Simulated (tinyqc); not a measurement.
Worked calculation: harmonic frequencies on the RHF/3-21g surface (energies and gradients from PySCF), for H3-, spin multiplicity 1. The basis has no diffuse functions, so it cannot describe the extra electron: this is an exercise in the method, not the real anion. One step of it, computed by the program tinyqc.

Task: One row of the Hessian: 3Hz. Displace 3Hz by +/-0.002 bohr; H(k, :) = (g(+) - g(-)) / (2 delta).

optimised positions (bohr):
```
            x         y          z
1H  -0.234269  0.245363  -1.932218
2H   0.122833  0.534579   2.819787
3H   0.009391  0.442711   1.310183
```

gradient at +delta (hartree/bohr):
```
              x            y            z
1H   0.00000547   0.00000432   0.00004634
2H  -0.00002922  -0.00002389  -0.00044530
3H   0.00002374   0.00001957   0.00039896
```

gradient at -delta (hartree/bohr):
```
              x            y            z
1H  -0.00000560  -0.00000465  -0.00004763
2H   0.00002785   0.00002232   0.00042890
3H  -0.00002225  -0.00001767  -0.00038127
```

Give: row of the Hessian.

Result:

row of the Hessian (hartree/bohr^2): 1Hx 0.002770, 1Hy 0.002243, 1Hz 0.023492, 2Hx -0.014267, 2Hy -0.011554, 2Hz -0.218549, 3Hx 0.011497, 3Hy 0.009311, 3Hz 0.195057
